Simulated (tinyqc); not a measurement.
Four-band model of biased bilayer graphene near K: one step. H at one k. Three cases, with inputs chosen for the exercise.

Task: Fill in the matrix.

Basis A1, B1, A2, B2, with B1 below A2; p = kx + i ky, v_j = (sqrt3/2) a g_j. Diagonal -U/2, -U/2, U/2, U/2; <A1|B1> = <A2|B2> = v0 p*, <B1|A2> = g1, <A1|B2> = v3 p, <A1|A2> = <B1|B2> = -v4 p*.

Case 1.

Values chosen (near those used for Bernal bilayer graphene; shifted at random, so the results belong to these values and not to a real crystal):
- a = 2.46 angstrom (lattice constant)
- g0 = 3.1 eV (hopping in a layer)
- g1 = 0.381 eV (hopping of the dimer sites)
- g3 = 0 eV (skew hopping A1-B2)
- g4 = 0 eV (skew hopping A1-A2)
- U = 0.16 eV (potential difference of the layers)
- k = (-0.044, 0.039) 1/angstrom (wave vector from K)

Case 2.

Values chosen (near those used for Bernal bilayer graphene; shifted at random, so the results belong to these values and not to a real crystal):
- a = 2.46 angstrom (lattice constant)
- g0 = 3.05 eV (hopping in a layer)
- g1 = 0.33 eV (hopping of the dimer sites)
- g3 = 0.25 eV (skew hopping A1-B2)
- g4 = 0.11 eV (skew hopping A1-A2)
- U = 0.35 eV (potential difference of the layers)
- k = (-0.006, 0.048) 1/angstrom (wave vector from K)

Case 3.

Values chosen (near those used for Bernal bilayer graphene; shifted at random, so the results belong to these values and not to a real crystal):
- a = 2.46 angstrom (lattice constant)
- g0 = 2.73 eV (hopping in a layer)
- g1 = 0.417 eV (hopping of the dimer sites)
- g3 = 0 eV (skew hopping A1-B2)
- g4 = 0 eV (skew hopping A1-A2)
- U = 0.04 eV (potential difference of the layers)
- k = (-0.041, 0.022) 1/angstrom (wave vector from K)

Give: H.

Result:

Case 1.

H (eV), lower triangle (Hermitian):
```
                 A1       B1               A2      B2
A1          -0.0800
B1  -0.2906+0.2576i  -0.0800
A2                0   0.3810           0.0800
B2                0        0  -0.2906+0.2576i  0.0800
```

Case 2.

H (eV), lower triangle (Hermitian):
```
                 A1              B1               A2      B2
A1          -0.1750
B1  -0.0390+0.3119i         -0.1750
A2   0.0014-0.0112i          0.3300           0.1750
B2  -0.0032-0.0256i  0.0014-0.0112i  -0.0390+0.3119i  0.1750
```

Case 3.

H (eV), lower triangle (Hermitian):
```
                 A1       B1               A2      B2
A1          -0.0200
B1  -0.2385+0.1280i  -0.0200
A2                0   0.4170           0.0200
B2                0        0  -0.2385+0.1280i  0.0200
```

Computed by tinyqc, one run a case: `OMP_NUM_THREADS=1 python tinyqc.py N N+1 out.jsonl` with N = 1451091, 1452523, 1452563; one thread of a shared Intel(R) Xeon(R) Processor @ 2.30GHz, about 0.06 s a run at most.
